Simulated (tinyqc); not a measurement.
Position of the spike: inter-valley coupling by envelope functions against a chain of atomic planes.

Chain: E(phi) = e0 + 2 v cos(phi) + 2 u cos(2 phi), cos(phi0) = -v/(4u), e0 = 2u + v^2/(4u); plane j = 0, 1, ... has the potential V_j = dE x_j + F (j - 30) a/4 (1 MV/m = 1e-4 V/angstrom). There are 30 barrier planes a side; with y = j - 29.5, x_j = xb (f(y) + f(Nw - y)), f(y) = 1/(1 + exp(y/L)), plus any Ge added in the well. The valley splitting is the spacing of the two lowest levels. Envelope theory: F_j solves a one-valley chain with hopping -b and diagonal 2b + V_j, b = 4u sin^2(phi0), sum F_j^2 = 1; the valleys couple by Dv = sum_j F_j^2 V_j exp(-2 i phi0 j) and split by 2|Dv|.

Values chosen for the exercise (near those of the Delta valleys of silicon in a SiGe well; not measured data):
- a = 5.431 angstrom (lattice constant; planes lie a/4 apart)
- u = 0.599 eV (second-neighbour hopping)
- v = 0.613 eV (nearest hopping)
- Nw = 50 (planes in the well)
- L = 0.75 planes (interface width)
- xb = 0.27 (Ge fraction of the barriers)
- dE = 0.62 eV (offset per unit Ge fraction)
- F = 8 MV/m (field)
- xs = 0.12 (Ge fraction added on that plane)

The spike is moved through the well; position counted from the first well plane, j - 30.

Against position:
```
j - 30  F_j^2, smooth  mean of the doublet (meV)  splitting, chain (micro-eV)  envelope  first order
2             0.01468                      28.95                         1714      1669         2185
6             0.03183                      29.90                         3605      3522         4736
10            0.04359                      30.70                         5185      5113         6487
15            0.04478                      30.95                         5670      5623         6663
20            0.03482                      30.24                         4263      4230         5181
25            0.02189                      29.35                         2497      2465         3257
32            0.00849                      28.56                          904       886         1263
40            0.00189                      28.21                          230       226          281
48            0.00017                      28.11                           24        21           25
```

The splitting is largest at plane 15 among these rows (5670 micro-eV), and the smooth envelope peaks at plane 13, counting all planes; without a spike it is 22. Where the splitting exceeds 20 micro-eV the envelope theory lies within 12.9 % of the chain and first order within 40 %.

tinyqc: `OMP_NUM_THREADS=1 python tinyqc.py 1480392 1480393 out.jsonl`; about 0.08 s, one thread, shared Intel(R) Xeon(R) Processor @ 2.30GHz.
